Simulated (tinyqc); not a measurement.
Lateral field, substrate current, probability of reaching the oxide barrier and hot-carrier lifetime of a silicon transistor (pseudo-two-dimensional and lucky-electron models): one step, computed by the program tinyqc.

Local-field models: a lucky carrier gains its energy at the peak field over a path free of collisions. Voltages are magnitudes.

Problem. Peak lateral field. C_ox = 3.9 eps_0/t; F_sat = 2 v_s/mu; V_Dsat = V_ov F_sat L/(V_ov + F_sat L), V_ov = V_G - V_T; I_D/W = C_ox v_s (V_ov - V_Dsat). Scale length l = 0.22 t^(1/3) x_j^(1/2) (all in cm); F_m = sqrt(((V_D - V_Dsat)/l_e)^2 + F_sat^2), with l_e = l + L_n; length of the velocity-saturated region l_e ln((V_D - V_Dsat)/(l_e F_sat) + F_m/F_sat).

Inputs (values chosen for the exercise, modelled on a silicon n-channel):
```
quantity                                value                      unit
channel length L                          270                        nm
oxide thickness t                         5.2                        nm
junction depth x_j                         72                        nm
mobility mu                               330                cm^2/(V s)
saturation velocity v_s                  0.88                  1e7 cm/s
threshold voltage V_T                    0.36                         V
gate voltage V_G                          1.3                         V
drain voltage V_D                         3.3                         V
ionisation prefactor A_i              1.9e+06                      1/cm
ionisation field B_i                     1.64                     MV/cm
hot-carrier mean free path lambda         8.5                        nm
oxide barrier phi_b                       3.1                        eV
interface-trap threshold phi_it           3.8                        eV
lifetime constant H                        20  s microampere/micrometre
length of the depleted extension L_n       32                        nm
```

Drain: lightly doped extension.

Constants: eps_0 = 8.8541878128e-12 F/m.

Give: scale length l; peak field F_m; velocity-saturated length; energy gained over one free path, e lambda F_m.

Solution.

scale length l = 47.47 nm

peak field F_m = 347.8 kV/cm

velocity-saturated length = 203.6 nm

energy gained over one free path, e lambda F_m = 0.2956 eV

Caution: the empirical formula for l was fitted to oxides of about 15 nm or more; for thinner ones it is an extrapolation. Caution: the saturated region fills most of the channel, so the split into two regions is rough. Caution: e V_D is below phi_b or phi_it, so the available energy, not the field, limits hot carriers, and the lucky-electron formulas overstate them.
